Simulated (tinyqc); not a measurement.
Inside a calculation. Method: CIS on RHF in the 6-311g basis, for He, spin multiplicity 1. One step of it, computed by the program tinyqc.

Task: CIS singlet states. Diagonalise A (1 hartree = 27.211386 eV); each vector has its largest component positive (the first on a tie). The transition dipole is mu = sqrt2 sum c_ia <i|r|a>.

CIS matrix A, singlet (hartree), order 1>2, 1>3:
$$\begin{pmatrix}
1.379813 & 0.021703 \\
0.021703 & 6.486534
\end{pmatrix}$$

dipole integrals <i|r|a> (bohr), order 1>2, 1>3:
$$\begin{pmatrix}
0.000000 & 0.000000 & 0.000000 \\
0.000000 & 0.000000 & 0.000000
\end{pmatrix}$$

Give: singlet excitation energies; lowest vectors; oscillator strengths 2/3 w |mu|^2.

Result:

singlet excitation energies (eV): [37.5441, 176.5101]

lowest vectors, order 1>2, 1>3:
$$\begin{pmatrix}
1.0000 & 0.0042 \\
-0.0042 & 1.0000
\end{pmatrix}$$

oscillator strengths 2/3 w |mu|^2: [0.0000, 0.0000]
